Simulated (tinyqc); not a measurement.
From results back to parameters: spherical quantum dot. Two cases, with inputs chosen for the exercise.

Problem. The 1s level was computed from a hidden barrier height.

A sphere of radius R, isotropic masses, c = hbar^2/2m0, k = sqrt(mw E/c), kappa = sqrt(mb (V0 - E)/c). State n l is the spherical Bessel function j_l(k r) inside and k_l(kappa r) outside; psi and psi'/m are continuous: (k/mw) j_l'(kR)/j_l(kR) = (kappa/mb) k_l'(kappa R)/k_l(kappa R). For l = 0 this reads kR cot(kR) = 1 - (mw/mb)(1 + kappa R).

Constants: hbar^2/2m0 = 3.80998211 eV angstrom^2.

Case 1.

Values chosen (out of a larger set: near those of an InGaAs dot in InP; not measured data): R = 55 angstrom (radius); mw = 0.0404 m0 (mass inside); mb = 0.0803 m0 (mass outside).

E(1s) = 0.1265954 eV

Case 2.

Values chosen (out of a larger set: near those of an InGaAs dot in InAlAs; not measured data): R = 77 angstrom (radius); mw = 0.0403 m0 (mass inside); mb = 0.0745 m0 (mass outside).

E(1s) = 0.0983597 eV

Find: k R; kappa R; V0.

Solution. kappa R = (mb/mw)(1 - kR cot kR) - 1, and V0 = E + c kappa^2/mb.

Case 1.

k R = 2.0151
kappa R = 2.894
V0 = 0.258 eV

Case 2.

k R = 2.4836
kappa R = 6.790
V0 = 0.496 eV

Computed by tinyqc, one run a case: `OMP_NUM_THREADS=1 python tinyqc.py N N+1 out.jsonl` with N = 1280176, 1280246; one thread of a shared Intel(R) Xeon(R) Processor @ 2.30GHz, about 0.08 s a run at most.
